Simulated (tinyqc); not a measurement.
Band-to-band tunnelling and avalanche in a reverse-biased abrupt junction: one step, computed by the program tinyqc. Command: `OMP_NUM_THREADS=1 python tinyqc.py 3024385 3024386 out.jsonl zener walk`. One thread of a shared host (Intel(R) Xeon(R) Processor @ 2.30GHz), about 0.01 s of CPU time with the checks.

Direct Kane tunnelling in the local field (for indirect gaps the mass is an effective fit) and one ionisation coefficient for both carriers. N is the doping of the light side, or N_A N_D/(N_A + N_D) for the symmetric junction; the built-in voltage is taken as E_g/e.

Task: Junction at the given bias. E_g(T) = E_g - (T - 300 K)(-dE_g/dT); b(T) = b [1 + (rise)(T - 300 K)]; w = sqrt(2 eps eps_0 (V_R + E_g/e)/(e N)); F_m = 2 (V_R + E_g/e)/w; the field falls linearly from F_m to 0 across w.

Inputs (values chosen for the exercise, modelled on germanium): band gap at 300 K, E_g = 0.654 eV; gap narrowing with temperature, -dE_g/dT = 0.4 meV/K; permittivity eps = 16; effective doping N = 8.1e+16 1/cm^3; reverse bias V_R = 2.3 V; temperature T = 350 K.

Junction: one-sided.

Constants: eps_0 = 8.8541878128e-12 F/m; e = 1.602176634e-19 C.

Give: E_g(T); depletion width w; peak field F_m; shortest tunnelling distance E_g/(e F_m).

Result:

E_g(T) = 0.634 eV

depletion width w = 253.09 nm

peak field F_m = 0.23185 MV/cm

shortest tunnelling distance E_g/(e F_m) = 27.345 nm
